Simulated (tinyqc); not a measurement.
Global model of a low-pressure process discharge: electron temperature, density, ion flux and ion energy: one step, computed by the program tinyqc. Command: `OMP_NUM_THREADS=1 python tinyqc.py 3112577 3112578 out.jsonl plasma walk`. One thread of a shared host (Intel(R) Xeon(R) Processor @ 2.30GHz), about 0.01 s of CPU time with the checks.

Maxwellian electrons with temperature T_e in eV, one positive ion, no negative ions, uniform bulk density n; rate constants have the Arrhenius form.

Problem. Geometry factors. n_g = p/(k_B T_g); lambda_i = 1/(n_g sigma); h_L = 0.86/sqrt(3 + L/(2 lambda_i)), h_R = 0.8/sqrt(4 + R/lambda_i); A_eff = 2 pi R^2 h_L + 2 pi R L h_R; d_eff = pi R^2 L/A_eff.

Inputs (values chosen for the exercise, of the order of those of an inductive discharge in a simple atomic gas):

| quantity | value | unit |
|---|---|---|
| ion-neutral cross section | 7.4e-19 | m^2 |
| pressure p | 3.3 | Pa |
| gas temperature T_g | 300 | K |
| radius R | 11 | cm |
| height L | 14 | cm |

Constants: k_B = 1.380649e-23 J/K.

Give: gas density n_g; ion mean free path; h_L; h_R; A_eff; d_eff.

Solution.

gas density n_g = 7.967e+20 1/m^3

ion mean free path = 0.1696 cm

h_L = 0.1293

h_R = 0.09641

A_eff = 191.6 cm^2

d_eff = 27.78 cm

Caution: at so short an ion path the formulas for h_L and h_R give way to the ambipolar-diffusion limit.
